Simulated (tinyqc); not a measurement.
From results back to parameters: periodic multilayer mirror for extreme ultraviolet light. Five cases, with inputs chosen for the exercise.

Problem. With a mean index 1 - dm the Bragg wavelength is lam_B = 2 L sqrt((1 - dm)^2 - sin^2 theta). It is given at 0 degrees and at th2; L and dm are hidden. Then the absorber share is Gm = (dm - delta_S)/(delta_A - delta_S), with the first entries of dS and dA; L is the period.

Find: L; dm; Gm.

Method. The difference of the squares is 4 L^2 sin^2(th2); then 1 - dm = lam_B(0)/(2 L).

Case 1.

Values chosen (out of a larger set: optical constants near those of Mo and Si at 13.5 nm; not measured data):
- th2 = 10 degrees (second angle)
- dA = (0.0785, 0.00611) (delta and beta of the absorber, N = 1 - delta + i beta)
- dS = (0.001, 0.00185) (delta and beta of the spacer and the substrate)

lam_B at 0 = 13.550100 nm
lam_B at th2 = 13.327053 nm

Solution.

L = 7.050 nm
dm = 0.0390
Gm = 0.49

Case 2.

Values chosen (out of a larger set: optical constants near those of Mo and Si at 13.5 nm; not measured data):
- th2 = 15 degrees (second angle)
- dA = (0.0745, 0.00613) (delta and beta of the absorber, N = 1 - delta + i beta)
- dS = (0.0009, 0.00185) (delta and beta of the spacer and the substrate)

lam_B at 0 = 13.398462 nm
lam_B at th2 = 12.909320 nm

Solution.

L = 6.930 nm
dm = 0.0333
Gm = 0.44

Case 3.

Values chosen (out of a larger set: optical constants near those of Mo and Si at 13.5 nm; not measured data):
- th2 = 20 degrees (second angle)
- dA = (0.0783, 0.00668) (delta and beta of the absorber, N = 1 - delta + i beta)
- dS = (0.001, 0.00186) (delta and beta of the spacer and the substrate)

lam_B at 0 = 13.656708 nm
lam_B at th2 = 12.784632 nm

Solution.

L = 7.020 nm
dm = 0.0273
Gm = 0.34

Case 4.

Values chosen (out of a larger set: optical constants near those of Mo and Si at 13.5 nm; not measured data):
- th2 = 10 degrees (second angle)
- dA = (0.0792, 0.00664) (delta and beta of the absorber, N = 1 - delta + i beta)
- dS = (0.0008, 0.00169) (delta and beta of the spacer and the substrate)

lam_B at 0 = 13.486506 nm
lam_B at th2 = 13.266220 nm

Solution.

L = 6.990 nm
dm = 0.0353
Gm = 0.44

Case 5.

Values chosen (out of a larger set: optical constants near those of Mo and Si at 13.5 nm; not measured data):
- th2 = 10 degrees (second angle)
- dA = (0.0778, 0.00613) (delta and beta of the absorber, N = 1 - delta + i beta)
- dS = (0.0008, 0.00183) (delta and beta of the spacer and the substrate)

lam_B at 0 = 13.385700 nm
lam_B at th2 = 13.166282 nm

Solution.

L = 6.950 nm
dm = 0.0370
Gm = 0.47

Computed by tinyqc, one run a case: `OMP_NUM_THREADS=1 python tinyqc.py N N+1 out.jsonl` with N = 1680205, 1680256, 1680261, 1680318, 1680420; one thread of a shared Intel(R) Xeon(R) Processor @ 2.30GHz, about 0.01 s a run at most.
